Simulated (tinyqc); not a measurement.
What each parameter does: localisation in a chain with random site energies (transfer matrices).

Hopping -t; leads with site energy 0, E = -2t cos(ka). psi_(j+1) = ((e_j - E)/t) psi_j - psi_(j-1), a product of matrices M_j = [[(e_j - E)/t, -1], [1, 0]]. For M = M_N ... M_1 the transmission is T = 4 sin^2(ka)/|M21 - M12 + M22 exp(ika) - M11 exp(-ika)|^2. Long samples draw e_j = W (x_j/2147483647 - 1/2) from x_j = 16807 x_(j-1) mod 2147483647, starting at x0. The localisation length xi, in sites, is defined by ln T = -2N/xi on average; weak disorder gives xi = 24 (4t^2 - E^2)/W^2, and the mean free path for backscattering is xi/2.

Numerical xi = N/ln sqrt(psi_(N+1)^2 + psi_N^2) for N = 20000 sites from psi_1 = 1, psi_0 = 0; its statistical error is about xi sqrt(xi/N).

Values chosen for the exercise:

| symbol | value | unit | meaning |
|---|---|---|---|
| t | 1.17 | eV | hopping |
| E | -0.35 | eV | energy |
| W | 1.13 | eV | full width of the disorder |
| x0 | 1889 |  | start of the number sequence |

Numerical and weak-disorder xi.

One parameter was then changed.

Results before and after:

| case | numerical xi (sites) | weak-disorder xi (sites) |
|---|---|---|
| base | 94.15 | 100.61 |
| changed | 64.81 | 69.87 |

Which of these changes was made? (a) t = 1.345 eV; (b) W = 1.356 eV; (c) x0 = 1890; (d) E = -0.24 eV.
Answer: (b) W = 1.356 eV. Of the candidates, run in turn, only this one gives the changed row.

All candidates:

| case | numerical xi (sites) | weak-disorder xi (sites) |
|---|---|---|
| base | 94.15 | 100.61 |
| t = 1.345 eV | 151.96 | 133.70 |
| E = -0.24 eV | 122.61 | 101.83 |
| W = 1.356 eV | 64.81 | 69.87 |
| x0 = 1890 | 93.59 | 100.61 |

A new x0 is another sample of the same disorder; its shift is one draw of the statistical scatter, about xi sqrt(xi/N); the other rows share one sample, so their errors are correlated.

Program tinyqc; command `OMP_NUM_THREADS=1 python tinyqc.py 1450363 1450364 out.jsonl`; about 0.07 s on one thread of a shared Intel(R) Xeon(R) Processor @ 2.30GHz.
